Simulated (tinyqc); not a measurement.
# Epitaxial growth on a vicinal surface: Burton-Cabrera-Frank step flow, step-edge barrier and island nucleation, step by step

A worked calculation. Computed by tinyqc, a small Python program that keeps every step. Command: `OMP_NUM_THREADS=1 python tinyqc.py 3019741 3019742 out.jsonl stepflow walk`. One thread of a shared host (Intel(R) Xeon(R) Processor @ 2.30GHz), about 0.01 s of CPU time with the checks. Intermediate numbers are printed to about 6 digits and carried at full precision; extremes and crossings named in words are read from the listed rows.

Adatoms land at rate F, hop on a square grid (a simplification for hexagonal faces), desorb, or join steps. Lengths are in units of a and n is the adatom coverage. Steps ascend at x = 0 and descend at x = l.

Inputs (values chosen for the exercise, close to those used for Si(111)):
```
quantity                     value      unit
site spacing a                3.84  angstrom
step height h                 3.14  angstrom
diffusion barrier E_d          1.1        eV
desorption energy E_a         2.88        eV
adatom formation energy E_f    1.2        eV
step-edge barrier E_s            0        eV
attempt frequency nu            10       THz
deposition rate F             0.52  layers/s
miscut angle                     8   degrees
temperature T                  650         C
critical nucleus size i          1         -
```

Constants: k_B = 8.617333262e-05 eV/K.

## Scales

D = nu exp(-E_d/(k_B T)) (a^2/s, nu counted per direction); tau = exp(E_a/(k_B T))/nu; x_s = sqrt(D tau); n_eq = exp(-E_f/(k_B T)); terrace width l = h/(a tan(miscut)); Schwoebel length l_s = exp(E_s/(k_B T)) - 1. Temperatures in kelvin are T(C) + 273.15.

D = 9.87961e+06 a^2/s

lifetime tau = 528.279 s

diffusion length x_s = 72243.9 a

equilibrium coverage n_eq = 2.81065e-07

terrace width l = 5.81830 a

Schwoebel length l_s = 0 a

l/x_s = 8.05e-5: nearly every adatom reaches a step.

## Terrace solution

D n'' - n/tau + F = 0 with n(0) = n_eq and -l_s n'(l) = n(l) - n_eq. With u = n - F tau, A = n_eq - F tau, y = l/x_s, s = l_s/x_s: u = A cosh(x/x_s) + B sinh(x/x_s), B = A (1 - cosh y - s sinh y)/(sinh y + s cosh y). Flux into the ascending step J+ = D B/x_s, over the descending one J- = -(D/x_s)(A sinh y + B cosh y); step velocity J+ + J-; growth rate (J+ + J-)/l. For small y: J+ + J- = (F - n_eq/tau) l, J-/J+ = l/(l + 2 l_s). The coverage peaks where n' = 0, tanh(x/x_s) = -B/A.

J+ = 1.51276 atoms per step site and s

J- = 1.51276 atoms per step site and s

growth rate = 0.520000 layers/s

peak coverage = 5.03788e-07

position of the peak = 2.90915 a

1.6e-7 % of the flux desorbs; even closely spaced steps lose n_eq/tau, 1.0e-7 % of F. The ascending step takes 50.0 %, half, as there is no barrier. Caution: terraces under ten sites wide are at the edge of a continuum description.

## Step flow or islands

Island density on a flat surface without desorption: N = 0.25 (F/D)^(i/(i+2)) exp(E_i/((i+2) k_B T)) per site, with E_i = 0 for i = 1; spacing l_n = N^(-1/2). Step flow needs an effective width l_eff = 2 x(peak) below l_n.

island density N on a flat surface = 9.36903e-04 per site

island spacing l_n = 32.6703 a

ratio l_eff/l_n = 0.178091

Steps capture adatoms before they meet: step flow. Caution: the prefactor 0.25 and the criterion are estimates, good to a factor of about two in length.

## Growth mode over temperature

x(peak) solves tanh(x/x_s) = -B/A. Rows where evaporation outweighs deposition are left out.

Scales:
```
T (C)      x_s (a)  l_s (a)  incorporated share  l_n (a)  l_eff/l_n
450    1.59437e+06        0             1.00000  17.2720   0.336863
500    6.33089e+05        0             1.00000  20.8916   0.278500
550    2.81236e+05        0             1.00000  24.6923   0.235632
600    1.37099e+05        0             1.00000  28.6311   0.203216
650    7.22439e+04        0             1.00000  32.6703   0.178091
700    4.06592e+04        0             1.00000  36.7771   0.158204
750    2.42055e+04        0             1.00000  40.9238   0.142174
800    1.51238e+04        0             1.00000  45.0869   0.129046
850    9.85353e+03        0             0.99999  49.2470   0.118145
```

The ratio stays below 1: step flow in every row. Incorporation goes from 100.0 % to 100.0 %.

Checks made by the program: growth rate against F minus desorption, from a numerical solution (relative difference below 1e-10).
